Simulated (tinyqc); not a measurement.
What moves the results: valley splitting of a silicon quantum well in envelope theory. A value that a table varies takes the place of the one given here.

The well lies at 0 < z < L; U(z) = V0 [1/(1 + exp(z/w)) + 1/(1 + exp((L - z)/w))] - e F z, 1 mV/nm = 1e-4 eV/angstrom. The envelope psi solves -(c/ml) psi'' + U psi = E psi, c = hbar^2/2m0, by three-point differences on a grid of 0.1 angstrom from -40 to L + 40 angstrom. The two valleys at +/- k0 couple through D = C0 times the integral of exp(-i q z) U(z) psi^2, q = 2 k0 (2 pi/a), and split by Ev = 2|D|.

Random alloy: with Y(z) = Yw + (Yb - Yw) B(z), B the bracket in U, and in-plane density exp(-r^2/ad^2)/(pi ad^2), D gains a random complex part of variance sigma^2 = (C0^2/pi)(a^2 V0/(8 ad (Yb - Yw)))^2 (4/a) times the integral of psi^4 Y (1 - Y). Alone it gives a mean splitting sqrt(pi) sigma; together with the smooth part the rms splitting is 2 sqrt(|D|^2 + sigma^2).

Constants: hbar^2/2m0 = 3.80998211 eV angstrom^2.

Values chosen for the exercise (near those of a strained Si well in SiGe; not measured data):

| symbol | value | unit | meaning |
|---|---|---|---|
| L | 48 | angstrom | well width |
| V0 | 0.15 | eV | conduction offset |
| ml | 0.906 | m0 | mass along z |
| F | 11.2 | mV/nm | field pressing towards the upper interface |
| k0 | 0.832 | 2 pi/a | valley position |
| a | 5.431 | angstrom | lattice constant |
| C0 | 0.286 |  | Bloch overlap factor |
| Yb | 0.22 |  | Ge share of the barrier |
| Yw | 0.02 |  | Ge share of the well |
| ad | 160 | angstrom | dot radius |
| ws | (0.3, 0.7, 1.1, 1.4, 2.2, 2.7, 4) | angstrom | interface widths |
| Ls | (48, 49.4, 50.7, 52.1, 53.4, 54.8, 56.1, 57.5) | angstrom | widths in steps of one atomic layer, a/4, rounded to the grid |
| F2 | 0.5 | mV/nm | second field, zero or weak |
| w1 | 0.7 | angstrom | interface width for this table |
| w | 0.6 | angstrom | interface width parameter |

## Sharpness of the interface

The smooth part 2|D| and the disorder part against w, beside y/sinh(y) with y = pi q w. The 12 to 88 % width of the step is 4w.

Results:

| w (angstrom) | 4w (angstrom) | 2\|D\| (micro-eV) | y/sinh(y) | sqrt(pi) sigma (micro-eV) |
|---|---|---|---|---|
| 0.3 | 1.2 | 229.48 | 0.61 | 101.1 |
| 0.7 | 2.8 | 48.14 | 0.12 | 101.6 |
| 1.1 | 4.4 | 6.81 | 0.017 | 102.3 |
| 1.4 | 5.6 | 1.41 | 0.0036 | 103.0 |
| 2.2 | 8.8 | 0.02 | 4.4e-05 | 105.7 |
| 2.7 | 10.8 | 0.00 | 2.6e-06 | 107.9 |
| 4.0 | 16.0 | 0.00 | 1.5e-09 | 116.0 |

The smooth part needs a Fourier component of U psi^2 at a wavelength of 3.26 angstrom; from the first row to the third it falls by a factor 33.7, while y/sinh(y) falls by 35.4 (the envelope near the step and the phase between the two interfaces change too). The disorder part goes from 101.1 to 116.0 micro-eV, growing as the electron overlaps more alloy. It takes over between w = 0.3 and 0.7 angstrom, that is a step 1.2 to 2.8 angstrom wide, with 1.36 angstrom to an atomic layer.

## Adding atomic layers

The smooth splitting Ev = 2|D| with w = w1, at the field F2 and at F.

Results:

| L (angstrom) | q L mod 2 pi | Ev at F2 (micro-eV) | Ev at F (micro-eV) |
|---|---|---|---|
| 48.0 | 4.44 | 30.4 | 48.1 |
| 49.4 | 0.85 | 9.84 | 42.6 |
| 50.7 | 3.35 | 21.0 | 44.6 |
| 52.1 | 6.05 | 19.5 | 44.1 |
| 53.4 | 2.27 | 8.42 | 42.3 |
| 54.8 | 4.96 | 21.8 | 44.2 |
| 56.1 | 1.18 | 4.27 | 42.0 |
| 57.5 | 3.88 | 17.9 | 43.1 |

At F2 the splitting swings between 4.27 and 30.4 micro-eV, a ratio of 7.12, as the two interfaces add with the phase q L, which advances on average by 2.61 rad a layer. At F the ratio is 1.15, where in the first row psi^2 at the upper interface is 14.3 times that at the lower one: one interface dominates and the interference fades.

## What each parameter does

Orbital spacing, psi^2 at z = L, the smooth splitting and sigma; V0 is held fixed when Yw changes. Each row changes one parameter from the base and keeps the others.

Results:

| case | E2 - E1 (meV) | psi^2(L) (1e-3/angstrom) | 2\|D\| (micro-eV) | sigma (micro-eV) |
|---|---|---|---|---|
| base | 39.93 | 7.774 | 75.07 | 57.2 |
| ad = 200 angstrom | 39.93 | 7.774 | 75.07 | 45.8 |
| Yw = 0.05 | 39.93 | 7.774 | 75.07 | 103.6 |
| L = 54 angstrom | 35.68 | 7.447 | 68.32 | 56.2 |
| V0 = 0.188 eV | 41.49 | 6.212 | 76.75 | 71.8 |
| w = 0.78 angstrom | 40.08 | 7.641 | 33.20 | 57.4 |
| F = 16.8 mV/nm | 44.38 | 11.114 | 102.61 | 60.5 |
| k0 = 0.812 2 pi/a | 39.93 | 7.774 | 73.39 | 57.2 |
| C0 = 0.343 | 39.93 | 7.774 | 90.03 | 68.6 |

The largest shifts from the base row, up to three for each result and ties (the steps differ in size, so this ranks the rows, not the parameters). E2 - E1 (meV): F +4.45, L -4.25, V0 +1.56; unchanged at the printed digits by ad, Yw, k0 and C0. psi^2(L) (1e-3/angstrom): F +3.341, V0 -1.562, L -0.326; unchanged at the printed digits by ad, Yw, k0 and C0. 2|D| (micro-eV): w -41.87, F +27.54, C0 +14.96; unchanged at the printed digits by ad and Yw. sigma (micro-eV): Yw +46.4, V0 +14.6, ad -11.4, C0 +11.4; unchanged at the printed digits by k0.

Computed by tinyqc, a small Python program: `OMP_NUM_THREADS=1 python tinyqc.py 1281986 1281987 out.jsonl` (the numbers bound the seed that draws the inputs); one thread of a shared host (Intel(R) Xeon(R) Processor @ 2.30GHz), about 0.1 s for the whole set of steps.
